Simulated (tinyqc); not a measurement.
# CMOS inverter, nodal equation and switching, step by step

Program tinyqc, `OMP_NUM_THREADS=1 python tinyqc.py 2340037 2340038 out.jsonl`; Intel Xeon 2.30GHz, shared host, one thread, about 0.03 s. Printed values are rounded.

An n-channel pull-down (bn, VTn) and a p-channel pull-up (bp, VTp) share the input Vin and the output node Vout, which carries the load C. Transistor (EKV form, voltages against the body): I = 2 n b Vt^2 [F(vp - Vs) - F(vp - Vd)] from drain to source, F(v) = ln^2(1 + exp(v/(2 Vt))), vp = (Vg - VT + sg |Vd - Vs|)/n. n-channel bodies are at 0; for the p-channel device all voltages are counted down from Vdd. b in uA/V^2 gives I in uA. Static: In = Ip. Transient: C dVout/dt = Ip - In. No velocity saturation, no gate capacitance beyond C.

Values chosen for this exercise: temperature T = 300 K; supply voltage Vdd = 0.7 V; slope factor n = 1.34; drain-induced barrier lowering sg = 0.05; n-channel threshold VTn = 0.25 V; p-channel threshold (magnitude) VTp = 0.29 V; gain factor of the pull-down transistor bn = 320 uA/V^2; gain factor of the pull-up transistor bp = 160 uA/V^2; load capacitance C = 0.41 fF; input voltage Vin = 0.46 V; time step dt = 1 ps.

Constants: q = 1.602176634e-19 C, kB = 1.380649e-23 J/K, Vt = kB T/q. Results are converted to the units shown.

## Iteration 1: output voltage by Newton steps

Vout at the start = 0.35 V

f = In - Ip at (Vin, Vout); G = df/dVout by a central difference with +/- 1e-6 V; Vout(new) = Vout - f/G.

In = 6.318648 uA
Ip = 0.06764948 uA
G = 2.74409 uS
Vout after iteration 1 = -1.927988 V

This step lands outside the rails.

## Iteration 2: output voltage by Newton steps

As before.

In = -985.9291 uA
Ip = 0.5975802 uA
G = 956.107 uS
Vout after iteration 2 = -0.8961722 V

The value that enters this step is an overshoot, farther from the solution than the start was, so its intermediate quantities are not physical.

## Course of the iteration: output voltage by Newton steps

Stop when Vout changes by less than 1e-9 V, or after 30 iterations.

Course of the iteration:

| iteration | Vout (V) | \|change\| (V) |
|---|---|---|
| 1 | -1.927988 | 2.28 |
| 2 | -0.8961722 | 1.03 |
| 3 | -0.3853835 | 0.511 |
| 4 | -0.1399546 | 0.245 |
| 5 | -0.03431012 | 0.106 |
| 6 | -0.002237166 | 0.0321 |
| 7 | 0.001490488 | 3.73e-3 |
| 8 | 0.001541157 | 5.07e-5 |
| 9 | 0.001541165 | 8.25e-9 |
| 10 | 0.001541165 | < 1e-12 |

Converged in 10 iterations. At the end the number of correct digits about doubles with each step. On the way 5 iterate(s) lie more than 5 mV outside the rails, the first at -1.93 V, before the steps return.

## Transfer curve

| point | Vin (V) |
|---|---|
| 0 | 0 |
| 1 | 0.07 |
| 2 | 0.14 |
| 3 | 0.21 |
| 4 | 0.28 |
| 5 | 0.35 |
| 6 | 0.42 |
| 7 | 0.49 |
| 8 | 0.56 |
| 9 | 0.63 |
| 10 | 0.7 |

For each Vin solve In = Ip; gain = dVout/dVin.

| point | Vout (V) | supply current (uA) | gain |
|---|---|---|---|
| 0 | 0.6999831 | 0.0011059 | -0.0005 |
| 1 | 0.6998566 | 0.0077510 | -0.0043 |
| 2 | 0.6988523 | 0.048710 | -0.0333 |
| 3 | 0.6918154 | 0.24580 | -0.2232 |
| 4 | 0.6357561 | 0.87467 | -2.5436 |
| 5 | 0.0289771 | 0.71607 | -0.8866 |
| 6 | 0.0044411 | 0.22591 | -0.1153 |
| 7 | 0.0006743 | 0.050566 | -0.0189 |
| 8 | 0.0000883 | 0.0086848 | -0.0026 |
| 9 | 0.0000106 | 0.0012844 | -0.0003 |
| 10 | 0.0000012 | 1.7764e-4 | 0.0000 |

The switching point Vin = Vout lies at 0.3078 V, with a gain of -20.0. The current peaks at 0.875 uA among the points, against 0.0011 and 1.8e-4 uA of leakage at the ends.

## Switching point and noise margins

VM solves In = Ip with Vin = Vout. VIL and VIH are the inputs at which the gain is -1; NML = VIL - Vout(VIH), NMH = Vout(VIL) - VIH.

VM = 0.30784 V
gain at VM = -19.983
VIL = 0.26043 V
VIH = 0.34710 V
NML = 0.22872 V
NMH = 0.31959 V

VM lies 42 mV below Vdd/2, and the high margin is the larger one. With both transistors saturated the size of the gain tends to 1/sg = 20.0; here it is 0.087 % below that.

## Step 1: one time step of the falling output

Vout at t = 0 = 0.7 V

The input steps to Vdd at t = 0; I = In - Ip. Implicit Euler: V(new) = V - (dt/C) I(V(new)), solved for V(new); 1 ps uA/fF = 1 mV.

I(V) = 28.09388 uA
I(V(new)) = 27.70417 uA
Vout after step 1 = 0.6324289 V

## Step 2: one time step of the falling output

As before.

I(V) = 27.70417 uA
I(V(new)) = 27.32241 uA
Vout after step 2 = 0.5657888 V

## Delays and energy

For a step input the delay to Vdd/2 is tHL = C times the integral of dV/(In - Ip) from Vdd/2 to Vdd at Vin = Vdd, and tLH likewise with Ip - In from 0 to Vdd/2 at Vin = 0. Energy drawn for one full cycle of the output: C Vdd^2. Leakage power: Vdd times the mean of the supply currents at Vin = 0 and Vdd.

tHL = 5.304204 ps
tLH = 12.63379 ps
energy = 0.2009 fJ
leakage power = 0.4492346 nW

Time steps as above cross Vdd/2 at 5.35 ps by linear interpolation, 0.92 % above tHL. tLH/tHL = 2.38, with bn/bp = 2.00.
